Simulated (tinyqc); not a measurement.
Inside a calculation. Method: harmonic frequencies on the RHF/6-31g surface (energies and gradients from PySCF), for H2, spin multiplicity 1. One step of it, computed by the program tinyqc.

Problem. Normal modes. Diagonalise H_ij / sqrt(m_i m_j); the 5 smallest eigenvalues belong to translations and rotations; wavenumber = sqrt(eigenvalue / 1822.888) x 219474.63; each mode has its largest component positive (the first on a tie); zero-point energy = sum of wavenumbers / 2, with 349.755 1/cm per kcal/mol.

Hessian (symmetrised) (hartree/bohr^2):
```
             1Hx          1Hy          1Hz          2Hx          2Hy          2Hz
1Hx   0.00001068   0.00000000   0.00000000  -0.00001068   0.00000000   0.00000000
1Hy   0.00000000   0.00001068   0.00000000   0.00000000  -0.00001068   0.00000000
1Hz   0.00000000   0.00000000   0.41173625   0.00000000   0.00000000  -0.41173625
2Hx  -0.00001068   0.00000000   0.00000000   0.00001068   0.00000000   0.00000000
2Hy   0.00000000  -0.00001068   0.00000000   0.00000000   0.00001068   0.00000000
2Hz   0.00000000   0.00000000  -0.41173625   0.00000000   0.00000000   0.41173625
```

masses (u): 1H 1.007825, 2H 1.007825

Give: eigenvalues of the mass-weighted Hessian; harmonic wavenumbers of the vibrations; mass-weighted modes; zero-point energy.

Solution.

eigenvalues of the mass-weighted Hessian (hartree/(bohr^2 u)): 0.0000  0.0000  0.0000  0.0000  0.0000  0.8171

harmonic wavenumbers of the vibrations (1/cm): 4646.6

mass-weighted modes:
```
      mode 1
1Hx   0.0000
1Hy   0.0000
1Hz   0.7071
2Hx   0.0000
2Hy   0.0000
2Hz  -0.7071
```

zero-point energy = 6.6427 kcal/mol
